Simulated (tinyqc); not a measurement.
# Undoped symmetric double-gate MOSFET, analytic potential model: effect of the temperature

An undoped body of thickness ts between two equal insulators and tied gates; long channel, electrons only, n = ni exp((psi - V)/Vt) with V the quasi-Fermi potential (0 at the source, Vd at the drain), constant mobility, no quantisation. Across the body psi(x) = V - 2 Vt ln[(ts/(2 beta)) sqrt(q ni/(2 eps0 eps_r Vt)) cos(2 beta x/ts)], x from the centre. Q is the electron charge per area of the whole body.

Nc and Nv are given at 350 K and scale as (T/350 K)^1.5; Eg and mu are held fixed. ni = sqrt(Nc Nv) exp(-Eg/(2 Vt)), Eg in volts; r = eps_r tox/(eox ts); V0 = dphi + 2 Vt ln[(2/ts) sqrt(2 eps0 eps_r Vt/(q ni))]. beta (between 0 and pi/2) solves (Vg - V0 - V)/(2 Vt) = ln(beta) - ln(cos beta) + 2 r beta tan(beta). Q = 8 eps0 eps_r Vt beta tan(beta)/ts; I = mu (1/L)(4 eps0 eps_r/ts)(2 Vt)^2 [g(beta_s) - g(beta_d)] per width, g = beta tan(beta) - beta^2/2 + r beta^2 tan^2(beta), with beta_s at V = 0 and beta_d at V = Vd.  I(low) is taken at Vg = 0.41 V, Qs and I(high) at Vg = 1.16 V.

Values chosen for this exercise; material values close to those of silicon: band gap Eg = 1.12 eV; relative permittivity of the semiconductor eps_r = 11.5; conduction-band density of states at the reference temperature Nc = 3.47e19 cm^-3; valence-band density of states at the reference temperature Nv = 3.29e19 cm^-3; relative permittivity of the gate insulator eox = 9.41; insulator thickness tox = 6.8 nm; body thickness ts = 8 nm; gate work function less that of the intrinsic body dphi = 0.18 V; channel mobility mu = 150 cm^2/(V s); gate length L = 2 um; drain voltage Vd = 0.1 V.

Constants: q = 1.602176634e-19 C, kB = 1.380649e-23 J/K, Vt = kB T/q, eps0 = 8.8541878128e-14 F/cm where lengths are in cm. Results are converted to the units shown.

Result of one run:
```
T (K)  V0 (V)  I(low) (nA/um)  Qs(high) (nC/cm^2)  I(high) (uA/um)
370    0.6547          0.3441                1045            7.035
```

What becomes of these results when the temperature T is changed from 370 to 340 K, all else the same?

Result of the changed run:
```
T (K)  V0 (V)  I(low) (nA/um)  Qs(high) (nC/cm^2)  I(high) (uA/um)
340    0.6629          0.1131                1031            6.927
```

The whole series:
```
T (K)  V0 (V)  I(low) (nA/um)  Qs(high) (nC/cm^2)  I(high) (uA/um)
220    0.6942        8.415e-5               986.8            6.563
250    0.6866        9.312e-4               996.2            6.641
280    0.6788        0.006340                1007            6.729
310    0.6709         0.03047                1019            6.824
340    0.6629          0.1131                1031            6.927
370    0.6547          0.3441                1045            7.035
400    0.6465          0.8964                1059            7.148
430    0.6381           2.062                1074            7.266
```

As T goes from 220 to 430 K, I(low) rises from 8.42e-5 to 2.06 nA/um and I(high) rises from 6.56 to 7.27 uA/um. V0 falls from 0.694 to 0.638 V. In every row the surface density at the source at the higher gate voltage passes 0.3 Nc, where Boltzmann statistics fail. In every row the mobility is held fixed, though a real one changes with T.

Numbers from tinyqc (`OMP_NUM_THREADS=1 python tinyqc.py 2440102 2440103 out.jsonl`; about 0.02 s on one thread of a shared Intel Xeon 2.30GHz).
